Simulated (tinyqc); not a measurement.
Electron-beam lithography: double-Gaussian proximity function, edge placement and dose correction for parallel lines: one step, computed by the program tinyqc. Command: `OMP_NUM_THREADS=1 python tinyqc.py 3113639 3113640 out.jsonl proximity walk`. One thread of a shared host (Intel(R) Xeon(R) Processor @ 2.30GHz), about 0.01 s of CPU time with the checks.

Lines are infinitely long. Absorbed energy is counted so that the middle of a very large area written at dose 1 receives 1; the resist develops where it exceeds 1/2.

Task: Interaction matrix. f(r) = [exp(-r^2/alpha^2)/alpha^2 + eta exp(-r^2/beta^2)/beta^2]/(pi (1 + eta)). A line from a to b at dose d gives E(x) = d [S(alpha) + eta S(beta)]/(1 + eta), S(s) = [erf((b - x)/s) - erf((a - x)/s)]/2. M_ij is the mean of E at the two edges of line i from line j at dose 1.

Inputs (values chosen for the exercise, of the order of those for 50 keV electrons in resist on silicon): forward range alpha = 0.012 micrometre; backscatter range beta = 9.8 micrometre; backscatter ratio eta = 0.92.

Lines (micrometre):
```
line  left edge    right edge        centre
1         0.000  3.000000e-02  1.500000e-02
2         1.130  1.169000e+00  1.149500e+00
3         9.969  1.366900e+01  1.181900e+01
4        16.469  1.656900e+01  1.651900e+01
5        16.626  2.862600e+01  2.262600e+01
```

Give: M.

Result:

M:
```
        1       2       3       4       5
1  0.2611  0.0011  0.0245  0.0002  0.0040
2  0.0008  0.2615  0.0317  0.0002  0.0061
3  0.0002  0.0003  0.3578  0.0021  0.1160
4  0.0000  0.0001  0.0806  0.2632  0.2173
5  0.0000  0.0000  0.0427  0.0017  0.4800
```
